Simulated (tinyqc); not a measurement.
## Electron continuity equation in a given potential, Scharfetter-Gummel discretisation: three discretisations compared

Steady state in one dimension: J = q mu n E + q D dn/dx with E = -dpsi/dx and D = mu Vt, dJ/dx = q (n/tau - G), fixed densities nL and nR at the ends. The potential is given, psi = U x/L - Ub exp(-((x/L - xb)/sb)^2), and is not changed by the electrons.

9 equal intervals. Fluxes J_i = (q D/h)(n_(i+1) P_i - n_i Q_i), d_i = (psi_(i+1) - psi_i)/Vt: Scharfetter-Gummel P = B(d), Q = B(-d), B(d) = d/(exp(d) - 1); central P = 1 - d/2, Q = 1 + d/2; upwind P = 1 + max(-d, 0), Q = 1 + max(d, 0). Balance at each inner node: J_i - J_(i-1) = q h (n_i/tau - G). The reference is Scharfetter-Gummel on 1800 intervals.

Parameters, values chosen for the exercise; mobility close to that of gallium arsenide at room temperature:
- T = 293 K (temperature)
- mu = 8050 cm^2/(V s) (electron mobility)
- L = 0.18 um (length of the region)
- nL = 2.2e14 cm^-3 (density at x = 0)
- nR = 0 cm^-3 (density at x = L)
- tau = 2.4e-12 s (lifetime)
- G = 2.5e26 cm^-3 s^-1 (uniform generation rate)
- U = 0.99 V (potential difference psi(L) - psi(0))
- Ub = 0.076 V (depth of the dip in psi (a barrier for electrons))
- xb = 0.6 (position of the barrier over L)
- sb = 0.09 (width of the barrier over L)

Constants: q = 1.602176634e-19 C, kB = 1.380649e-23 J/K, Vt = kB T/q. Results are converted to the units shown.

Densities (cm^-3):

| node | Scharfetter-Gummel | central | upwind | reference |
|---|---|---|---|---|
| 0 | 2.200e14 | 2.200e14 | 2.200e14 | 2.200e14 |
| 1 | 2.207e14 | 2.072e14 | 2.217e14 | 2.207e14 |
| 2 | 2.216e14 | 2.445e14 | 2.276e14 | 2.215e14 |
| 3 | 2.329e14 | 1.465e14 | 2.562e14 | 2.258e14 |
| 4 | 4.210e14 | 4.523e14 | 3.678e14 | 3.550e14 |
| 5 | 1.952e14 | 2.123e14 | 1.908e14 | 3.188e14 |
| 6 | 1.619e14 | 1.459e14 | 1.690e14 | 1.356e14 |
| 7 | 2.217e14 | 1.860e14 | 2.143e14 | 2.174e14 |
| 8 | 2.226e14 | 3.043e14 | 1.832e14 | 2.225e14 |
| 9 | 0 | 0 | 0 | 0 |

What do the numbers show?

Largest errors as a share of the largest reference density listed: Scharfetter-Gummel 35 %, central 30 %, upwind 36 %. The largest |d| is 6.03. Upwinding stays positive but acts as if D were larger by the factor 1 + |d|/2, up to 4.02 here.

Range of the model: The drift velocity mu E exceeds 1e7 cm/s somewhere, where real mobilities no longer stay constant.

Numbers from tinyqc (`OMP_NUM_THREADS=1 python tinyqc.py 2220104 2220105 out.jsonl`; about 0.01 s on one thread of a shared Intel Xeon 2.30GHz).
